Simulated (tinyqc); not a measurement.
Temperature and isotope dependence of a band gap in oscillator models, step by step. Values are carried at full precision from step to step, so a last printed digit may differ when a step is redone from the rounded ones.

E(T) = E0 - sum_i sl_i th_i n_i(T), n = 1/(exp(th/T) - 1). The same coupling lowers the gap at 0 K by the zero-point term ZP = sum_i sl_i th_i/2, so the gap of the static lattice is E0 + ZP. Thermal expansion is taken as part of the slopes.

Parameters, chosen for this exercise (near those of Ge; not measured data):
- E0 = 0.744 eV (gap at 0 K)
- th = (109, 329) K (temperatures of two oscillators)
- sl = (0.085, 0.34) meV/K (their high-temperature slopes)
- T = 50 K (temperature)
- M = 72.57 u (mean atomic mass)
- dM = 1.96 u (change of the mean mass (not bounded by the natural isotopes))
- T12 = (200, 350) K (temperatures of the fits)

## The gap at T

Give the occupations, the two terms, the gap, ZP and the static gap.

n_i: 0.12745  0.00139

terms (meV): 1.181  0.155

E(T) = 0.7427 eV
ZP = 60.56 meV
static gap = 0.8046 eV

The thermal fall, 1.3 meV, is smaller than the zero-point term, 60.6 meV; the soft oscillator supplies 88 % of the fall but 8 % of ZP. A calculation with clamped ions should be compared with the static gap.

## Slope and asymptote

dE/dT = -sum sl_i (th_i/T)^2 n_i (1 + n_i). At high T, n -> T/th - 1/2, so E -> E0 + ZP - (sum sl_i) T. Give the slope, its ratio to the limit, and the value at 0 K of the tangent drawn at T.

dE/dT = -0.0785 meV/K
ratio to the limiting slope = 0.1848
intercept of the tangent = 0.7466 eV
intercept - E0 = 2.59 meV

The tangent recovers 4 % of ZP: the extrapolation works only from T well above the higher oscillator (329 K).

## Isotope effect

With M -> M + dM the oscillator temperatures scale as M^(-1/2) and the slopes stay. Give th, ZP, E0 (static gap fixed) and E(T) for the new mass, and the linear rule dE0 = ZP dM/(2 M).

th (K): 107.56  324.65

ZP = 59.761 meV
shift of E0 = 0.802 meV
linear rule = 0.818 meV
shift of E(T) = 0.767 meV

The heavier crystal has the wider gap. At 50 K 96 % of the shift at 0 K is left; it fades at high T, where the motion is classical and the mean-square amplitude no longer depends on mass.

## Two common fits

Two-parameter forms are made to pass through the falls at the two temperatures T12: Varshni aV T^2/(T + bV), from the line T^2/fall = (T + bV)/aV; one oscillator s1 t1/(exp(t1/T) - 1), with t1 from the ratio of the falls.

Give the falls and the parameters.

falls (meV): 39.5405  97.0635

aV = 0.5989 meV/K
bV = 406 K
t1 = 269.3 K
s1 = 0.4176 meV/K
ZP of the one-oscillator fit = 56.2 meV

The limiting slope of the model is 0.4250 meV/K; Varshni puts it +41 % off and one oscillator -2 %. The ZP of the fit differs from the true one by -4.3 meV.

## Checks

- Slope by finite differences against the formula (meV/K): both 0.078532.
- Fall at 20 times the higher oscillator temperature against the asymptote (meV): 2736.4 against 2735.9.

Program tinyqc; command `OMP_NUM_THREADS=1 python tinyqc.py 1850876 1850877 out.jsonl`; about 0.01 s on one thread of a shared Intel(R) Xeon(R) Processor @ 2.30GHz.
